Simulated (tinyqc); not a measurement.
Frequency dispersion of an accumulation capacitance by border traps, distributed model: two steps of the calculation.

Traps spread evenly through the insulator exchange electrons with the semiconductor by tunnelling, with tau(x) = t0 exp(2 ka x) at depth x from the interface. The admittance per area Y seen at depth x obeys dY/dx = -Y^2/(i w eps0 eox) + q Nb ln(1 + i w tau)/tau, with Y(0) = i w Cs and w = 2 pi f; the gate sees Y(tox) = G + i w C. Working variable y = Y/(i w), in uF/cm^2. Cox = eps0 eox/tox.

Parameters, values chosen for the exercise; permittivity close to that of hafnium oxide: relative permittivity of the insulator eox = 19; insulator thickness tox = 6.4 nm; semiconductor capacitance in accumulation Cs = 0.81 uF/cm^2; density of border traps Nb = 2.4e19 cm^-3 eV^-1; decay constant of the wave function in the insulator ka = 4.4 1/nm; time constant of a trap at the interface t0 = 3e-9 s; frequency f = 10000 Hz; depth down to which the steps are taken xe = 1.5 nm.

Constants: q = 1.602176634e-19 C, eps0 = 8.8541878128e-14 F/cm where lengths are in cm. Results are converted to the units shown.

Problem 1. Scales and lumped estimate. Cox; trap-free value 1/(1/Cox + 1/Cs); response depth d = ln(1/(w t0))/(2 ka), where w tau = 1; lumped estimate: all traps within d act as C_bt = q Nb d placed at d/2, so C = 1/{1/[1/(1/Cs + d/(2 eps0 eox)) + C_bt] + (tox - d/2)/(eps0 eox)}.

Give: Cox; trap-free C; d; C_bt; lumped C.

Solution 1.

Cox = 2.629 uF/cm^2
trap-free C = 0.6192 uF/cm^2
d = 0.9746 nm
C_bt = 0.3748 uF/cm^2
lumped C = 0.8272 uF/cm^2

The traps within reach amount to 0.463 Cs and lie in the first 15.2 % of the insulator.

Problem 2. Capacitance and conductance at the gate. Beyond xe the traps are ignored, so 1/y(tox) = 1/y(xe) + (tox - xe)/(eps0 eox); C = Re y, G/w = -Im y, loss tangent G/(w C).

y at xe = 1.1317194-0.0625546i uF/cm^2

Wanted: y at the gate; C; G/w; loss tangent.

Solution 2.

y at the gate = 0.8516-0.0354i uF/cm^2
C = 0.8516 uF/cm^2
G/w = 0.03538 uF/cm^2
loss tangent = 0.04154

Computed by the program tinyqc: `OMP_NUM_THREADS=1 python tinyqc.py 2202127 2202128 out.jsonl`, one thread of a shared Intel Xeon 2.30GHz, about 0.4 s for the whole run.
